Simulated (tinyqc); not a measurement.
Inside a calculation. Model: Cahn-Hilliard equation on a periodic one-dimensional grid. Computed by tinyqc, a small Python program that keeps every step. Command: `OMP_NUM_THREADS=1 python tinyqc.py 3031080 3031081 out.jsonl cahn walk`. One thread of a shared host (Intel(R) Xeon(R) Processor @ 2.30GHz), about 0.07 s of CPU time with the checks. Intermediate numbers are printed to about 7 digits and carried at full precision; extremes and crossings named in words are read from the listed rows.

Free energy F = h sum_j [A (c_j^2 - 1)^2/4 + (kappa/2) ((c_(j+1) - c_j)/h)^2]; dc/dt = Lap(mu), mu = A (c^3 - c) - kappa Lap(c), Lap(y)_j = (y_(j+1) - 2 y_j + y_(j-1))/h^2, mobility 1; the grid has n = 12 points.

Inputs (values chosen for the exercise, in reduced units): spacing h = 1; well depth A = 1.1; gradient coefficient kappa = 0.43; mean composition c0 = 0.33; noise amplitude = 0.05; time step dt = 0.052; end time = 60.

Scheme: explicit Euler.

## Linear stability

f'' = A (3 c0^2 - 1). Mode m has lambda_m = (4/h^2) sin^2(pi m/n) and the rate w_m = -lambda_m (f'' + kappa lambda_m). In the continuum the fastest wavelength is 2 pi sqrt(2 kappa/|f''|) with the rate f''^2/(4 kappa). Explicit steps near c = +-1, where f'' = 2A, are stable for dt < 2/(16 kappa/h^4 + 8 A/h^2).

f'' = -0.74063

Modes of the grid:
```
m  lambda_m        w_m
1  0.267949   0.167579
2  1.000000   0.310630
3  2.000000  -0.238740
4  3.000000  -1.648110
5  3.732051  -3.225059
6  4.000000  -3.917480
```

fastest wavelength = 6.770620

largest rate = 0.3189144

explicit limit of dt = 0.1275510

2 mode(s) grow; the fastest on the grid is m = 2, while the box holds 1.77 fastest wavelengths. dt is 0.41 of the explicit limit.

## The first step

random numbers: [0.898, 0.660, 0.643, -0.775, -0.649, -0.875, 0.175, 0.129, -0.068, 0.352, 0.763, -0.696]

Start: c_j = c0 + amplitude x (z_j - mean of z). c(new) = c + dt Lap(mu).

c at the start: [0.3725792, 0.3606792, 0.3598292, 0.2889292, 0.2952292, 0.2839292, 0.3364292, 0.3341292, 0.3242792, 0.3452792, 0.3658292, 0.2928792]

mu at the start: [-0.3135575, -0.3498860, -0.3144420, -0.3244863, -0.2888786, -0.3145780, -0.3046216, -0.3232623, -0.3324623, -0.3343339, -0.3083519, -0.3601717]

c after one step: [0.3682661, 0.3644113, 0.3574638, 0.2913031, 0.2920412, 0.2857833, 0.3349421, 0.3346201, 0.3246602, 0.3467275, 0.3617835, 0.2979977]

F at the start = 2.620516

F after one step = 2.620008

## The run

Run to the end time; break off if |c| exceeds 3 or F has risen by more than 1e-9 in more than 30 steps. Domains = stretches with c > c0.

Course:
```
step       t         F       min c      max c  domains
0      0.000  2.620516   0.2839292  0.3725792        3
23     1.196  2.617865   0.2633359  0.3813410        2
58     3.016  2.614133   0.2252266  0.4016226        2
115    5.980  2.587714   0.0786056  0.4746484        2
173    8.996  2.432365  -0.3138031  0.6291890        2
231   12.012  2.202064  -0.6424181  0.7968655        2
346   17.992  1.822459  -0.7783594  0.8214610        1
462   24.024  1.248395  -0.8999323  0.9130720        1
635   33.020  1.182172  -0.9398272  0.9953522        1
808   42.016  1.181543  -0.9388123  0.9968785        1
981   51.012  1.181528  -0.9383478  0.9967807        1
1154  60.008  1.181528  -0.9382674  0.9967579        1
```

c at the end: [0.9898823, 0.9417702, 0.6310260, -0.6413951, -0.9382674, -0.9382366, -0.6412409, 0.6312079, 0.9418354, 0.9899112, 0.9967579, 0.9967489]

F at the end = 1.181528

steps in which F rose = 0

F never rises by more than 1e-9 in a step. The count of domains goes from 3 in the noise to 1 at the end, and c spans -0.938 to 0.997.

## Interfaces

Continuum wall between c = -1 and +1: c = tanh(x/w), w = sqrt(2 kappa/A), energy s = (2/3) sqrt(2 kappa A). With two walls per domain, the estimate of F at the end is 2 x domains x s. Volume fraction of the +1 phase by the lever rule: (1 + c0)/2.

wall half width w = 0.8842048

wall energy s = 0.6484169

estimate of F = 1.296834

volume fraction = 0.665

w/h = 0.8842048

The run ends at F = 1.1815, 0.91 of the estimate: walls this close overlap, or the grid resolves them poorly. Caution: the half width of the wall is below the grid spacing, so the wall is barely resolved and feels the grid.

Checks made by the program: conservation of the mean (relative difference below 1e-10).
